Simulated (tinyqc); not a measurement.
Hole doping of the spin-split valence bands: two-band massive Dirac model of the K valleys.

Basis (conduction, valence): H = [[D/2, a t (tau kx - i ky)], [a t (tau kx + i ky), -D/2 + lam tau sz]], valley tau = +/-1, spin sz = +/-1. The gap of a spin and valley is G = D - lam tau sz. Berry curvature Omega = curl of i<u|grad u>; for the conduction band Omega_c = -tau 2 a^2 t^2 G/(G^2 + 4 a^2 t^2 k^2)^(3/2), and Omega_v = -Omega_c.

Values chosen for the exercise (near those used for monolayer MoSe2; not measured data):
```
symbol  value  unit      meaning
a       3.306  angstrom  lattice constant
D       1.39   eV        gap parameter
t       0.89   eV        effective hopping
lam     0.095  eV        half the valence spin splitting
```

The Fermi level lies E below the top of the valence band. kF for the upper and lower band of valley +1 from the two-band energy; each flavour holds kF^2/(4 pi) holes per area and both valleys count. Spin polarisation within one valley; Berry flux removed from valley +1, the sum of (1 - cos(theta_F))/2 with cos(theta_F) = G/sqrt(G^2 + 4 a^2 t^2 kF^2), in units of 2 pi.

Holes:
```
E (meV)  kF upper (1/angstrom)  kF lower  p (1e12/cm^2)  spin polarisation in a valley  flux/2 pi
23.8                    0.0601    0.0000           5.76                          1.000     0.0177
47.5                    0.0858    0.0000          11.72                          1.000     0.0342
95.0                    0.1235    0.0000          24.28                          1.000     0.0640
142.5                   0.1538    0.0000          37.66                          1.000     0.0902
180.5                   0.1754    0.0000          48.96                          1.000     0.1090
209.0                   0.1905    0.0575          63.04                          0.833     0.1345
285.0                   0.2281    0.1317         110.38                          0.500     0.2095
380.0                   0.2711    0.1917         175.52                          0.333     0.2868
```

What can be read from this table?

Up to E = 2 lam = 190 meV, a density of 51.9e12/cm^2, only the upper band of this model is emptied and each valley is fully spin-polarised, oppositely in the two. Beyond it the polarisation falls, to 0.33 in the last row. The flux, times e^2/h, is in size the change of the Hall conductivity of one valley; the other valley cancels it in the charge current. Rows with kF above about 0.2 1/angstrom lie beyond the range of the model, and in real layers the valley at Gamma, close below in MoS2 and WS2, can take holes as well.

Run: tinyqc, `OMP_NUM_THREADS=1 python tinyqc.py 1482037 1482038 out.jsonl`; Intel(R) Xeon(R) Processor @ 2.30GHz, one thread, shared host; about 0.01 s of CPU time with all checks.
